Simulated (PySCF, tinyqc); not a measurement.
Inside a calculation. Method: CISD on RHF in the sto-3g basis, for H4, spin multiplicity 1. The lowest restricted solution is unstable here: a spin-polarised one lies 0.1322 hartree lower (PySCF). Computed by tinyqc, a small Python program that keeps every step (integrals from PySCF). Settings: charge = 0, multiplicity = 1, basis = sto-3g, method = RHF, energy threshold = 1e-10, iteration cap = 66, orthogonalisation = symmetric, start = atomic densities, DIIS depth = 6, ci = CISD, davidson = 1. Command: `OMP_NUM_THREADS=1 python tinyqc.py 23575 23576 out.jsonl` (the two numbers bound the seeds that draw the settings). One thread of a shared host (Intel(R) Xeon(R) Processor @ 2.60GHz), about 0.1 s of CPU time with the checks. The early iterations of the SCF are left out here.

## One-electron integrals

Geometry (angstrom):
```
atom        x        y        z
H     0.00000  0.00000  0.00000
H     0.00000  0.00000  1.58800
H     0.00000  0.00000  3.88300
H     0.00000  0.00000  5.47100
```

Basis sto-3g: exponents (1/bohr^2) and contraction coefficients of normalised primitives:
```
element  l (shell)  exponent  coefficient
H            s (1)   3.42525      0.15433
H            s (1)   0.62391      0.53533
H            s (1)   0.16886      0.44463
```

Overlap, kinetic and nuclear-attraction integrals over the contracted functions; the nuclear repulsion is the sum of Za Zb / Rab.

nuclear repulsion = 1.2663334 hartree

overlap S:
```
         1H 1s    2H 1s    3H 1s    4H 1s
1H 1s  1.00000  0.22603  0.00238  0.00002
2H 1s  0.22603  1.00000  0.07201  0.00238
3H 1s  0.00238  0.07201  1.00000  0.22603
4H 1s  0.00002  0.00238  0.22603  1.00000
```

kinetic energy T (hartree):
```
          1H 1s     2H 1s     3H 1s     4H 1s
1H 1s   0.76003   0.00317  -0.00151  -0.00003
2H 1s   0.00317   0.76003  -0.01145  -0.00151
3H 1s  -0.00151  -0.01145   0.76003   0.00317
4H 1s  -0.00003  -0.00151   0.00317   0.76003
```

nuclear attraction V (hartree):
```
          1H 1s     2H 1s     3H 1s     4H 1s
1H 1s  -1.79194  -0.34903  -0.00318  -0.00003
2H 1s  -0.34903  -1.92577  -0.10025  -0.00318
3H 1s  -0.00318  -0.10025  -1.92577  -0.34903
4H 1s  -0.00003  -0.00318  -0.34903  -1.79194
```

core Hamiltonian H = T + V (hartree):
```
          1H 1s     2H 1s     3H 1s     4H 1s
1H 1s  -1.03190  -0.34586  -0.00469  -0.00006
2H 1s  -0.34586  -1.16574  -0.11170  -0.00469
3H 1s  -0.00469  -0.11170  -1.16574  -0.34586
4H 1s  -0.00006  -0.00469  -0.34586  -1.03190
```

## Two-electron integrals

Functions are numbered as in S; the eight-fold symmetry (ij|kl) = (ji|kl) = (kl|ij) leaves the list below.

Two-electron integrals (ij|kl) in chemists' order, unique and non-zero (hartree):
```
(11|11) 0.77461    (21|11) 0.11823    (21|21) 0.02845    (22|11) 0.32834
(22|21) 0.11823    (22|22) 0.77461    (31|11) 0.00067    (31|21) 0.00021
(31|22) 0.00125    (31|31) 2.55e-06   (32|11) 0.01432    (32|21) 0.00469
(32|22) 0.03124    (32|31) 0.00007    (32|32) 0.00256    (33|11) 0.13628
(33|21) 0.03922    (33|22) 0.23033    (33|31) 0.00067    (33|32) 0.03124
(33|33) 0.77461    (41|11) 4.67e-06   (41|21) 1.49e-06   (41|22) 9.60e-06
(41|31) 2.34e-08   (41|32) 8.20e-07   (41|33) 9.60e-06   (42|11) 0.00036
(42|21) 0.00011    (42|22) 0.00067    (42|31) 1.80e-06   (42|32) 0.00007
(42|33) 0.00125    (42|41) 2.34e-08   (42|42) 2.55e-06   (43|11) 0.02572
(43|21) 0.00708    (43|22) 0.03922    (43|31) 0.00011    (43|32) 0.00469
(43|33) 0.11823    (43|41) 1.49e-06   (43|42) 0.00021    (43|43) 0.02845
(44|11) 0.09672    (44|21) 0.02572    (44|22) 0.13628    (44|31) 0.00036
(44|32) 0.01432    (44|33) 0.32834    (44|41) 4.67e-06   (44|42) 0.00067
(44|43) 0.11823    (44|44) 0.77461
```

## Orthogonalisation

S = U s U^T; symmetric (Loewdin) form X = U s^(-1/2) U^T, so that X^T S X = 1.

eigenvalues of S: 0.73745  0.80479  1.19051  1.26725

X:
```
          1H 1s     2H 1s     3H 1s     4H 1s
1H 1s   1.01996  -0.11712   0.00530  -0.00083
2H 1s  -0.11712   1.02204  -0.03815   0.00530
3H 1s   0.00530  -0.03815   1.02204  -0.11712
4H 1s  -0.00083   0.00530  -0.11712   1.01996
```

## Iteration 10 (converged): orbitals

converged F (hartree):
```
          1H 1s     2H 1s     3H 1s     4H 1s
1H 1s  -0.13148  -0.28325  -0.00798   0.00481
2H 1s  -0.28325  -0.13514  -0.05651  -0.00798
3H 1s  -0.00798  -0.05651  -0.13514  -0.28325
4H 1s   0.00481  -0.00798  -0.28325  -0.13148
```

Diagonalise F' = X^T F X, C = X C', fill 2 alpha and 2 beta electrons from the bottom; D = 2 C_occ C_occ^T. Each column has its largest component positive (the first on a tie).

F' = X^T F X (hartree):
```
          1         2         3         4
1  -0.07099  -0.26747   0.00732   0.00340
2  -0.26747  -0.07101  -0.05203   0.00732
3   0.00732  -0.05203  -0.07101  -0.26747
4   0.00340   0.00732  -0.26747  -0.07099
```

orbital energies (hartree): MO1 -0.35693, MO2 -0.32287, MO3 0.16631, MO4 0.22950

coefficients C:
```
           MO1       MO2       MO3       MO4
1H 1s  0.42302   0.47733   0.58875  -0.54832
2H 1s  0.46449   0.43860  -0.52394   0.61411
3H 1s  0.46449  -0.43860  -0.52394  -0.61411
4H 1s  0.42302  -0.47733   0.58875   0.54832
```

D after iteration 10:
```
          1H 1s     2H 1s     3H 1s     4H 1s
1H 1s   0.81357   0.81169  -0.02574  -0.09780
2H 1s   0.81169   0.81625   0.04677  -0.02574
3H 1s  -0.02574   0.04677   0.81625   0.81169
4H 1s  -0.09780  -0.02574   0.81169   0.81357
```

## Convergence

Stop when the energy changes by less than 1e-10 hartree and every element of the error matrix X^T (F D S - S D F) X is below 3e-06.

Course of the cycle:
```
iteration  E (hartree)     change  largest element of the error matrix
1           -1.1791610          -                             3.63e-03
2           -1.7695446  -5.90e-01                             2.28e-02
3           -1.7687491   7.95e-04                             2.85e-02
4           -1.7700432  -1.29e-03                             1.83e-02
5           -1.7692511   7.92e-04                             2.50e-02
6           -1.7694931  -2.42e-04                             2.32e-02
7           -1.7694523   4.09e-05                             2.35e-02
8           -1.7709561  -1.50e-03                             6.05e-05
9           -1.7709561  -9.85e-09                             1.20e-06
10          -1.7709561  -3.74e-12                             2.11e-07
```

PySCF RHF in the same basis = -1.7709561 hartree

Converged in 10 iterations.

## Integrals over molecular orbitals

(pq|rs) = sum C_ip C_jq C_kr C_ls (ij|kl), one index at a time.

one-electron integrals over orbitals h = C^T H C (hartree):
```
          1         2         3         4
1  -1.19606   0.00000   0.07142   0.00000
2   0.00000  -1.16143   0.00000  -0.06360
3   0.07142   0.00000  -0.98423   0.00000
4   0.00000  -0.06360   0.00000  -0.95596
```

Two-electron integrals over orbitals (pq|rs), unique and non-zero (hartree):
```
(11|11) 0.34688    (21|21) 0.19583    (22|11) 0.34404    (22|22) 0.34631
(31|11) -0.02747   (31|22) -0.00347   (31|31) 0.12211    (32|21) 0.03700
(32|32) 0.11530    (33|11) 0.34621    (33|22) 0.34776    (33|31) -0.00313
(33|33) 0.35732    (41|21) 0.00484    (41|32) -0.10841   (41|41) 0.11051
(42|11) 0.03071    (42|22) 0.00701    (42|31) -0.12337   (42|33) 0.00498
(42|42) 0.12548    (43|21) -0.19860   (43|32) -0.03901   (43|41) -0.00390
(43|43) 0.20835    (44|11) 0.35683    (44|22) 0.35389    (44|31) -0.02936
(44|33) 0.36241    (44|42) 0.03240    (44|44) 0.37430
```

## CISD: determinants and Hamiltonian

Hartree-Fock energy = -1.7709561 hartree

Slater-Condon rules over spin orbitals, with the nuclear repulsion added and E(HF) subtracted on the diagonal. Only determinants linked to the reference directly or through others are kept (one block of an abelian symmetry group), so some states are absent.

Occupation strings over the orbitals (2 doubly, a alpha, b beta, 0 empty; spin orbitals ordered 1a 1b 2a 2b ...): 2200 2a0b a2b0 2b0a b2a0 aabb 2020 abab 2002 abba baab 0220 baba 0202 bbaa

H - E(HF) between determinants (hartree):
```
          2200      2a0b      a2b0      2b0a      b2a0      aabb      2020      abab
2200   0.00000   0.00000   0.00000   0.00000   0.00000   0.01496   0.11530   0.10841
2a0b   0.00000   0.32396   0.07523  -0.12548   0.12337  -0.01502  -0.03901   0.03700
a2b0   0.00000   0.07523   0.29913   0.12337  -0.12211  -0.01812  -0.03700   0.03901
2b0a   0.00000  -0.12548   0.12337   0.32396   0.07523   0.00000   0.03901  -0.00390
b2a0   0.00000   0.12337  -0.12211   0.07523   0.29913   0.00000   0.03700  -0.00484
aabb   0.01496  -0.01502  -0.01812   0.00000   0.00000   0.44657  -0.10841  -0.11530
2020   0.11530  -0.03901  -0.03700   0.03901   0.03700  -0.10841   0.52154  -0.09019
abab   0.10841   0.03700   0.03901  -0.00390  -0.00484  -0.11530  -0.09019   0.60317
2002   0.12548   0.02538   0.00000  -0.02538   0.00000   0.12337   0.20835  -0.19860
abba  -0.12337   0.00000  -0.02573   0.02589   0.00000  -0.12548   0.19860  -0.20835
baab  -0.12337  -0.02589   0.00000   0.00000   0.02573  -0.12211   0.19860  -0.19583
0220   0.12211   0.00000   0.02434   0.00000  -0.02434   0.12337   0.19583  -0.19860
baba   0.10841   0.00390   0.00484  -0.03700  -0.03901  -0.11051  -0.09019   0.00000
0202   0.11051  -0.00484  -0.00390   0.00484   0.00390  -0.10841   0.00000  -0.09019
bbaa   0.01496   0.00000   0.00000   0.01502   0.01812   0.00000  -0.10841  -0.11051

          2002      abba      baab      0220      baba      0202      bbaa
2200   0.12548  -0.12337  -0.12337   0.12211   0.10841   0.11051   0.01496
2a0b   0.02538   0.00000  -0.02589   0.00000   0.00390  -0.00484   0.00000
a2b0   0.00000  -0.02573   0.00000   0.02434   0.00484  -0.00390   0.00000
2b0a  -0.02538   0.02589   0.00000   0.00000  -0.03700   0.00484   0.01502
b2a0   0.00000   0.00000   0.02573  -0.02434  -0.03901   0.00390   0.01812
aabb   0.12337  -0.12548  -0.12211   0.12337  -0.11051  -0.10841   0.00000
2020   0.20835   0.19860   0.19860   0.19583  -0.09019   0.00000  -0.10841
abab  -0.19860  -0.20835  -0.19583  -0.19860   0.00000  -0.09019  -0.11051
2002   0.66074   0.07523   0.07523   0.00000  -0.19860   0.19583   0.12337
abba   0.07523   0.62495   0.00000   0.07523  -0.19583   0.19860  -0.12211
baab   0.07523   0.00000   0.62495   0.07523  -0.20835   0.19860  -0.12548
0220   0.00000   0.07523   0.07523   0.61004  -0.19860   0.20835   0.12337
baba  -0.19860  -0.19583  -0.20835  -0.19860   0.60317  -0.09019  -0.11530
0202   0.19583   0.19860   0.19860   0.20835  -0.09019   0.68772  -0.10841
bbaa   0.12337  -0.12211  -0.12548   0.12337  -0.11530  -0.10841   0.44657
```

## CISD: roots

Diagonalise (each vector has its largest component positive (the first on a tie)); all determinants have Ms = 0, so triplets appear too. The lowest singlet root is the correlation energy.

lowest roots of this matrix, relative to E(HF) (hartree): -0.17480  -0.03342  -0.02683  -0.01325  0.37033  0.38535  0.45222  0.47694

lowest vectors:
```
        root 1    root 2   root 3    root 4
2200   0.88391   0.01895  0.00000   0.00000
2a0b   0.01103   0.08805  0.00000  -0.48528
a2b0   0.01300   0.09359  0.00000   0.51269
2b0a  -0.01103  -0.08805  0.00000  -0.48528
b2a0  -0.01300  -0.09359  0.00000   0.51269
aabb  -0.01015   0.27925  0.40825   0.00463
2020  -0.19462   0.48783  0.00000   0.00000
abab  -0.15919  -0.14690  0.40825  -0.00152
2002  -0.15196  -0.41223  0.00000   0.00000
abba   0.16934  -0.13235  0.40825   0.04035
baab   0.16934  -0.13235  0.40825  -0.04035
0220  -0.15873  -0.44224  0.00000   0.00000
baba  -0.15919  -0.14690  0.40825   0.00152
0202  -0.15399   0.35913  0.00000   0.00000
bbaa  -0.01015   0.27925  0.40825  -0.00463
```

<S^2> of these roots: 0.00000  0.00000  6.00000  2.00000  2.00000  0.00000  2.00000  0.00000

weight of the ground state by excitation level 0, 1, 2, ...: 0.78130  0.00058  0.21811

The reference has a weight of only 0.78: one determinant is a poor start here. A root of higher spin lies below E(HF).

## The lowest root by the Davidson method

Start from the reference; add the residual divided by (theta - H_ii), orthogonalised, at each step.

Davidson iterations:
```
iteration  subspace  lowest Ritz value (hartree)  residual norm
1                 1                            0       3.32e-01
2                 2                   -0.1732131       3.88e-02
3                 3                   -0.1747485       5.63e-03
4                 4                   -0.1747884       2.34e-03
5                 5                   -0.1747932       1.16e-03
6                 6                   -0.1747985       9.77e-04
7                 7                   -0.1748001       5.83e-05
8                 8                   -0.1748001       2.79e-05
9                 9                   -0.1748001       2.07e-05
10               10                   -0.1748001       1.52e-16
```
